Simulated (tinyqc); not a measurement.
Inside a calculation. Method: MP2 on RHF in the 6-31g basis, for H2, spin multiplicity 1. One step of it, computed by the program tinyqc.

Question. Integrals over molecular orbitals. (pq|rs) = sum C_ip C_jq C_kr C_ls (ij|kl), one index at a time.

coefficients C:
```
            MO1        MO2        MO3        MO4
1H 1s  0.326123   0.123630   0.768532  -1.118546
1H 2s  0.273056   1.702318  -0.686565   1.345589
2H 1s  0.326123  -0.123630   0.768532   1.118546
2H 2s  0.273056  -1.702318  -0.686565  -1.345589
```

core Hamiltonian H = T + V (hartree), lower triangle:
```
           1H 1s      1H 2s      2H 1s      2H 2s
1H 1s  -0.956401
1H 2s  -0.919135  -0.925872
2H 1s  -0.801270  -0.775356  -0.956401
2H 2s  -0.775356  -0.852658  -0.919135  -0.925872
```

Two-electron integrals (ij|kl) in chemists' order, unique and non-zero (hartree):
```
(11|11) 1.076566   (21|11) 0.578470   (21|21) 0.329423   (22|11) 0.587396
(22|21) 0.361304   (22|22) 0.453150   (31|11) 0.403464   (31|21) 0.229561
(31|22) 0.250324   (31|31) 0.196261   (32|11) 0.344446   (32|21) 0.208741
(32|22) 0.251478   (32|31) 0.185340   (32|32) 0.194675   (33|11) 0.659094
(33|21) 0.406184   (33|22) 0.496985   (33|31) 0.403464   (33|32) 0.439142
(33|33) 1.076566   (41|11) 0.439142   (41|21) 0.250948   (41|22) 0.276747
(41|31) 0.185340   (41|32) 0.171884   (41|33) 0.344446   (41|41) 0.194675
(42|11) 0.479024   (42|21) 0.296262   (42|22) 0.376169   (42|31) 0.222576
(42|32) 0.233302   (42|33) 0.479024   (42|41) 0.233302   (42|42) 0.329167
(43|11) 0.406184   (43|21) 0.250522   (43|22) 0.311795   (43|31) 0.229561
(43|32) 0.250948   (43|33) 0.578470   (43|41) 0.208741   (43|42) 0.296262
(43|43) 0.329423   (44|11) 0.496985   (44|21) 0.311795   (44|22) 0.409165
(44|31) 0.250324   (44|32) 0.276747   (44|33) 0.587396   (44|41) 0.251478
(44|42) 0.376169   (44|43) 0.361304   (44|44) 0.453150
```

Give: one-electron integrals over orbitals h = C^T H C; Two-electron integrals over orbitals.

Answer.

one-electron integrals over orbitals h = C^T H C (hartree), lower triangle:
```
         1        2        3       4
1  -1.2427
2   0.0000  -0.5501
3  -0.1666   0.0000  -0.1766
4   0.0000   0.2072   0.0000  0.2123
```

Two-electron integrals over orbitals (pq|rs), unique and non-zero (hartree):
```
(11|11) 0.6484    (21|21) 0.0805    (22|11) 0.4339    (22|22) 0.3860
(31|11) 0.1666    (31|22) 0.0503    (31|31) 0.1091    (32|21) -0.0189
(32|32) 0.0358    (33|11) 0.5314    (33|22) 0.3816    (33|31) 0.1199
(33|33) 0.4638    (41|21) -0.0795   (41|32) -0.0222   (41|41) 0.1372
(42|11) -0.1433   (42|22) -0.0551   (42|31) -0.0735   (42|33) -0.0987
(42|42) 0.0678    (43|21) -0.0838   (43|32) -0.0031   (43|41) 0.1232
(43|43) 0.1283    (44|11) 0.6614    (44|22) 0.4426    (44|31) 0.2011
(44|33) 0.5520    (44|42) -0.1678   (44|44) 0.7385
```
